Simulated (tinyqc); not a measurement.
Choice of the surrounding dielectric: dielectric confinement in a thin film (image charges).

A film |z| < t/2 of dielectric constant eps between half-spaces of dielectric constant e2; lam = (eps - e2)/(eps + e2), q = e^2/(4 pi eps0). The self-energy of a band edge is taken with the high-frequency value, e2 = eh, and the field of a fixed ion with the static one, e2 = eo. A charge at z has images lam^|n| at n t + (-1)^n z. Its self-energy is S(z) = (q/2 eps) sum over n >= 1 of lam^n [1/(n t - 2z) + 1/(n t + 2z)] for odd n and 2 lam^n/(n t) for even n; at the centre S(0) = -(q/(eps t)) ln(1 - lam).

Donor at the centre, lam from the static eo, trial function cos(pi z/t) exp(-rho/l): E(l) = c/(m l^2) - (q/eps) times the integral over k of F(k t) (1 + (k l/2)^2)^(-3/2), with F(x) = F0 + 2 lam exp(-x) G/(1 - lam exp(-x)), F0 = 2[(1 - exp(-x/2))/x + x (1 + exp(-x/2))/(x^2 + 4 pi^2)], G = 2 sinh(x/2)[1/x - x/(x^2 + 4 pi^2)]; c = hbar^2/2m0. The binding energy is -E at the minimum, counted from the subband edge with its self-energy.

Constants: e^2/(4 pi eps0) = 14.39964547 eV angstrom; hbar^2/2m0 = 3.80998211 eV angstrom^2; Ry = 13.60569312 eV.

Values chosen for the exercise (out of a larger set: near those of a Si (100) film, two-fold valleys, in vacuum; not measured data):
```
symbol  value  unit      meaning
t       30     angstrom  film thickness
eps     11.8             dielectric constant of the film
m       0.183  m0        mass in the plane
```

The same film between different dielectrics; in this table one value e2 serves for both eo and eh.

Cases:
```
case
e2 = 1
e2 = 2.5
e2 = 3.9
e2 = 7.5
e2 = 16
e2 = 25
e2 = 80
```

Rank the cases by binding (meV), lowest first.

Answer: e2 = 80, e2 = 25, e2 = 16, e2 = 7.5, e2 = 3.9, e2 = 2.5, e2 = 1.

Results:
```
case         lam  <S> (meV)  binding (meV)  l (angstrom)
e2 = 1     0.844       83.2          177.5          21.7
e2 = 2.5   0.650       48.6          116.1          22.7
e2 = 3.9   0.503       33.0           90.5          23.5
e2 = 7.5   0.223       12.2           59.5          25.1
e2 = 16   -0.151       -7.1           34.3          27.7
e2 = 25   -0.359      -15.7           24.5          29.5
e2 = 80   -0.743      -29.3           11.0          34.2
```

The binding spans a factor 16.1, from 177 meV in vacuum to 11.0 meV for e2 = 80; going from 3.9 to 25 changes it by -66.0 meV and the band edge by -48.6 meV, so the binding responds 1.36 times as much as the edge (for an orbit much smaller than t the binding would change by twice the change of S(0), -81.8 meV; here l/t = 0.78 for e2 = 3.9).

Run: tinyqc, `OMP_NUM_THREADS=1 python tinyqc.py 1281506 1281507 out.jsonl`; Intel(R) Xeon(R) Processor @ 2.30GHz, one thread, shared host; about 0.04 s of CPU time with all checks.
